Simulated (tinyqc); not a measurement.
## Magnetoresistance against angle

Conductance G = G0 (1 + P1 P2 cos(phi)) at low bias, phi the angle between the magnetisations, normalised to Rp = RA/area at phi = 0.

Values chosen for this exercise:
- Dm = 26 nm (diameter)
- P1 = 0.52 (spin polarisation of the reference layer)
- P2 = 0.53 (spin polarisation of the free layer)
- RA = 3 ohm um^2 (resistance-area product, parallel state)

Magnetoresistance against angle:
```
phi (degree)	R (kohm)	R/Rp - 1 (%)	share of the full TMR (%)
0	5.650	0	0
20	5.725	1.320	1.735
45	6.032	6.756	8.878
70	6.587	16.57	21.78
90	7.208	27.56	36.22
110	7.958	40.84	53.67
135	8.952	58.44	76.80
160	9.727	72.14	94.81
180	9.950	76.09	100.0
```

R rises from 5.65 to 9.95 kohm, TMR0 = 76.1 %. It is the conductance that follows cos(phi), so at 90 degrees R has covered only (1 - P1 P2)/2 = 36.2 % of its range.

Computed by the program tinyqc: `OMP_NUM_THREADS=1 python tinyqc.py 2450114 2450115 out.jsonl`, one thread of a shared Intel Xeon 2.30GHz, about 0.01 s for the whole run.
